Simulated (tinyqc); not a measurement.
Inside a calculation. Method: empirical pseudopotential in a few plane waves. Computed by tinyqc, a small Python program that keeps every step. Settings: plane-wave index or count = 15. Command: `OMP_NUM_THREADS=1 python tinyqc.py 31162 31163 out.jsonl` (the two numbers bound the seeds that draw the settings). One thread of a shared host (Intel(R) Xeon(R) Processor @ 2.60GHz), about 0.2 s of CPU time with the checks.

## Bloch Hamiltonian at k

Parameters chosen for this model: fcc lattice, atoms at +/- a/8 (1,1,1); form factors in rydberg at |G|^2 in units of (2 pi/a)^2:
```
parameter                 value      unit
a                      5.880000  angstrom
VS(3)                 -0.229000        Ry
VS(8)                  0.012000        Ry
VS(11)                 0.056000        Ry
VA(3)                  0.083000        Ry
VA(4)                  0.038000        Ry
VA(11)                 0.009000        Ry
hbar^2/2m (2 pi/a)^2   4.350388        eV
```

k point k (2 pi / a): 0.3000  0.1200  0.0100

Basis: the 15 shortest G (labels in 2 pi/a), the same at every k. H(G,G') = c |k + G|^2 delta + VS(|G-G'|^2) cos((G-G').tau) + i VA sin((G-G').tau), tau = a/8 (1,1,1); 1 Ry = 13.605693 eV.

H(k) at k (eV), lower triangle (Hermitian):
```
                 +0+0+0           -1-1-1           -1-1+1           -1+1-1
+0+0+0           0.4546
-1-1-1   2.2031-0.7985i           9.7644
-1-1+1  -2.2031-0.7985i   0.0000+0.5170i           9.9385
-1+1-1  -2.2031-0.7985i   0.0000+0.5170i           0.1633          11.8526
-1+1+1  -2.2031+0.7985i          -0.1633   0.0000+0.5170i   0.0000+0.5170i
+1-1-1  -2.2031-0.7985i   0.0000+0.5170i           0.1633           0.1633
+1-1+1  -2.2031+0.7985i          -0.1633   0.0000+0.5170i           0.0000
+1+1-1  -2.2031+0.7985i          -0.1633           0.0000   0.0000+0.5170i
+1+1+1   2.2031+0.7985i           0.0000          -0.1633          -0.1633
-2+0+0   0.0000-0.5170i  -2.2031+0.7985i  -2.2031-0.7985i  -2.2031-0.7985i
+0-2+0   0.0000-0.5170i  -2.2031+0.7985i  -2.2031-0.7985i   0.5388-0.0866i
+0+0-2   0.0000-0.5170i  -2.2031+0.7985i   0.5388-0.0866i  -2.2031-0.7985i
+0+0+2   0.0000+0.5170i  -0.5388-0.0866i   2.2031+0.7985i  -0.5388+0.0866i
+0+2+0   0.0000+0.5170i  -0.5388-0.0866i  -0.5388+0.0866i   2.2031+0.7985i
+2+0+0   0.0000+0.5170i  -0.5388-0.0866i  -0.5388+0.0866i  -0.5388+0.0866i

                 -1+1+1           +1-1-1           +1-1+1           +1+1-1
-1+1+1          12.0266
+1-1-1           0.0000          14.9849
+1-1+1           0.1633   0.0000+0.5170i          15.1589
+1+1-1           0.1633   0.0000+0.5170i           0.1633          17.0731
+1+1+1   0.0000+0.5170i          -0.1633   0.0000+0.5170i   0.0000+0.5170i
-2+0+0   2.2031-0.7985i   0.5388-0.0866i  -0.5388-0.0866i  -0.5388-0.0866i
+0-2+0  -0.5388-0.0866i  -2.2031-0.7985i   2.2031-0.7985i  -0.5388-0.0866i
+0+0-2  -0.5388-0.0866i  -2.2031-0.7985i  -0.5388-0.0866i   2.2031-0.7985i
+0+0+2  -2.2031+0.7985i  -0.5388+0.0866i  -2.2031+0.7985i   0.5388+0.0866i
+0+2+0  -2.2031+0.7985i  -0.5388+0.0866i   0.5388+0.0866i  -2.2031+0.7985i
+2+0+0   0.5388+0.0866i   2.2031+0.7985i  -2.2031+0.7985i  -2.2031+0.7985i

                 +1+1+1   -2+0+0   +0-2+0   +0+0-2
+1+1+1          17.2471
-2+0+0  -0.5388+0.0866i  12.6357
+0-2+0  -0.5388+0.0866i   0.1633  15.7680
+0+0-2  -0.5388+0.0866i   0.1633   0.1633  17.6822
+0+0+2  -2.2031-0.7985i  -0.1633  -0.1633   0.0000
+0+2+0  -2.2031-0.7985i  -0.1633   0.0000  -0.1633
+2+0+0  -2.2031-0.7985i   0.0000  -0.1633  -0.1633

         +0+0+2   +0+2+0   +2+0+0
+0+0+2  18.0302
+0+2+0   0.1633  19.9444
+2+0+0   0.1633   0.1633  23.0766
```

## Levels at k

Diagonalise the Hermitian matrix.

eigenvalues (eV): -3.0732  6.6083  8.1696  8.4471  11.9513  12.4107  14.0959  14.3359  15.8814  17.3575  18.1561  20.4716  21.9701  22.8299  26.0256

## Bands along a path

The same steps at evenly spaced points between the labelled ones.

Bands along the path (eV), lowest eight:
```
k          band 1  band 2  band 3  band 4   band 5   band 6   band 7   band 8
L         -1.7435  3.3341  8.2826  8.2826  10.5560  14.0019  14.0019  17.2134
L-G 0.20  -2.1375  3.8481  8.2451  8.2451  10.5884  13.9288  13.9288  17.3180
L-G 0.40  -2.6169  4.8657  8.3444  8.3444  10.8095  13.9416  13.9416  15.7537
L-G 0.60  -3.0300  6.2026  8.5388  8.5388  11.0952  13.7608  13.7608  14.0546
L-G 0.80  -3.2996  7.7045  8.7459  8.7459  10.8510  13.1512  13.3651  13.3651
G         -3.3925  8.8398  8.8398  8.8398   9.9941  13.1646  13.1646  13.1646
G-X 0.20  -3.2685  7.6304  8.5665  8.5665  11.2577  12.6134  13.6695  13.6695
G-X 0.40  -2.9068  6.1198  8.0255  8.0255  11.7598  12.5661  14.8976  14.8976
G-X 0.60  -2.3455  4.7611  7.5522  7.5522  11.1578  12.2681  16.3667  16.4997
G-X 0.80  -1.6827  3.6744  7.2933  7.2933  10.8609  11.5391  18.3307  18.3307
X         -1.1531  3.1081  7.3086  7.3086  10.7073  11.4010  20.3605  20.3605
```

With 4 band(s) filled, the highest filled level on these points lies at G and the lowest empty one at G: a gap of 1.1543 eV, direct. This holds for the small fixed basis; with all plane waves up to |k + G|^2 = 21 (2 pi/a)^2 the gap along the path is 1.59 eV.

## Convergence with the number of plane waves

Levels at G counted from the fourth one.

Levels (eV):
```
plane waves   level 1  level 5  level 8
9            -15.2364   1.0340   1.4293
15           -12.2323   1.1543   4.3248
27           -11.4792   1.5339   4.3196
51           -11.2728   1.5500   4.5424
59           -11.2663   1.5930   4.3754
65           -11.2720   1.5914   4.3538
89           -11.2593   1.5898   4.3611
```
